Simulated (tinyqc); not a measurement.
Inside a calculation: deep level with several charge states, and Shockley-Read-Hall recombination. Values are carried at full precision from step to step, so a last printed digit may differ when a step is redone from the rounded ones.

Energies from Ev. The defect has charge states 0, -1, -2 with weights 1, gm exp((EF - E1)/kT), exp((2 EF - E1 - E2)/kT); the shares are the weights over their sum. Boltzmann carriers: n = Nc exp((EF - Eg)/kT), p = Nv exp(-EF/kT). Neutrality: p - n + Nd + Nt <q> = 0.

Constants: kB = 8.617333262e-05 eV/K.

Values chosen for the exercise (gap and densities of states near those of Ge at this temperature; not measured data): Eg = 0.645 eV (gap); Nc = 1.26e+19 1/cm^3 (conduction-band density of states); Nv = 5.89e+18 1/cm^3 (valence-band density of states); T = 350 K; E1 = 0.314 eV (level (0/-1) above Ev); E2 = 0.455 eV (level (-1/-2) above Ev); gm = 2 (degeneracy of the middle state, the others 1); Nt = 1.6e+13 1/cm^3 (defects); Nd = 6.7e+12 1/cm^3 (ionised shallow donors minus acceptors); E_try = 0.181 eV (trial Fermi level); Et = 0.314 eV (recombination level above Ev); sn = 1.1e-15 cm^2 (electron capture cross-section); sp_ = 4.3e-15 cm^2 (hole capture cross-section); vth = 14000000 cm/s (thermal velocity, both carriers); Nm = 7.4e+15 1/cm^3 (equilibrium electrons for the lifetime steps); dn = 2.5e+12 1/cm^3 (excess pairs).

## Charge states at a trial Fermi level

Form the exponents, the shares, the mean charge and the residual of neutrality at EF = E_try.

exponents of the second and third weights: -4.410  -13.494

shares: 0 0.9763, -1 0.0237, -2 0.0000

<q> = -0.0237

n, p (1/cm^3): 2.62e+12  1.46e+16

residual = 1.46e+16 1/cm^3

The residual is positive, so EF must rise.

## The neutral state

Solve for EF.

EF = 0.3108 eV

shares at EF: 0 0.357, -1 0.641, -2 0.003

n = 1.94e+14 1/cm^3
p = 1.97e+14 1/cm^3

Without the defects the majority density would be 1.99e+14 1/cm^3; with them the density of these carriers is 1.94e+14, below that of the other kind: the type has inverted, so the defects more than cancel the doping. Most defects are in the state -1.

## Recombination through one level

One level at Et with degeneracy 1: tn = 1/(sn vth Nt), tp = 1/(sp_ vth Nt), n1 = Nc exp((Et - Eg)/kT), p1 = Nv exp(-Et/kT), ni^2 = n1 p1. Equilibrium n0 = Nm, p0 = ni^2/Nm; n = n0 + dn, p = p0 + dn. U = (n p - ni^2)/(tp (n + n1) + tn (p + p1)), lifetime dn/U; emission rates en = sn vth n1, ep = sp_ vth p1.

Evaluate each quantity.

tn, tp (microsecond): 4.058  1.038

n1, p1 (1/cm^3): 2.16e+14  1.77e+14

U = 2.14e+18 1/(cm^3 s)
lifetime = 1.17 microsecond

The lifetime is 1.126 times the minority capture time tp and 0.229 times tn + tp, the limit of high injection.

## Emission and generation in a depleted region

With n = p = 0 the level generates pairs at G = Nt en ep/(en + ep); generation lifetime tg = ni/G; current density e G W for a width W = 1 micrometre, e = 1.602176634e-19 C.

en, ep (1/s): 3.32e+06  1.07e+07

G = 4.06e+19 1/(cm^3 s)
tg = 4.82 microsecond
current density = 0.000650 A/cm^2

The two emission rates are comparable (en/ep = 0.311), which is near the largest generation.

## Checks

- U against hole capture minus emission at the steady occupation of the level (1/(cm^3 s)): both 2.138e+18.

Computed by tinyqc, a small Python program: `OMP_NUM_THREADS=1 python tinyqc.py 1681312 1681313 out.jsonl` (the numbers bound the seed that draws the inputs); one thread of a shared host (Intel(R) Xeon(R) Processor @ 2.30GHz), about 0.01 s for the whole set of steps.
